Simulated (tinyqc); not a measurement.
Time-dependent dielectric breakdown: cell percolation, Weibull statistics, area scaling and voltage extrapolation: one step, computed by the program tinyqc. Command: `OMP_NUM_THREADS=1 python tinyqc.py 3001343 3001344 out.jsonl tddb walk`. One thread of a shared host (Intel(R) Xeon(R) Processor @ 2.30GHz), about 0.01 s of CPU time with the checks.

The oxide is divided into columns of area a^2, each holding m = t_ox/a cells (m is taken as continuous). A share lambda(t) = (t/t_1)^alpha of the cells is defective, and a column whose cells are all defective breaks down.

Problem. Weibull parameters from the cell model. Failure fraction F = 1 - (1 - lambda^m)^N with N = A/a^2 columns, which for small lambda^m is 1 - exp(-(t/t63)^beta) with beta = alpha m and t63 = t_1 N^(-1/beta); critical share lambda(t63) = N^(-1/m). 1 um^2 = 1e6 nm^2.

Inputs (values chosen for the exercise, for a model gate oxide): oxide thickness t_ox = 1.8 nm; defect cell size a = 1.4 nm; exponent alpha of defect growth = 0.9; time t_1 at which the occupied share would reach 1 = 1.8e+09 s; test area A = 700 um^2.

Give: cells per column m; columns N; Weibull slope beta; characteristic life t63; critical share of defective cells.

Solution.

cells per column m = 1.2857

columns N = 3.5714e+08

Weibull slope beta = 1.1571

characteristic life t63 = 73.102 s

critical share of defective cells = 2.2274e-07

Times between F = 10 % and 90 % span a factor 14.4: the smaller beta = alpha m, the wider the scatter. Caution: t_1 is an input here; in a real oxide it changes with thickness at fixed voltage.
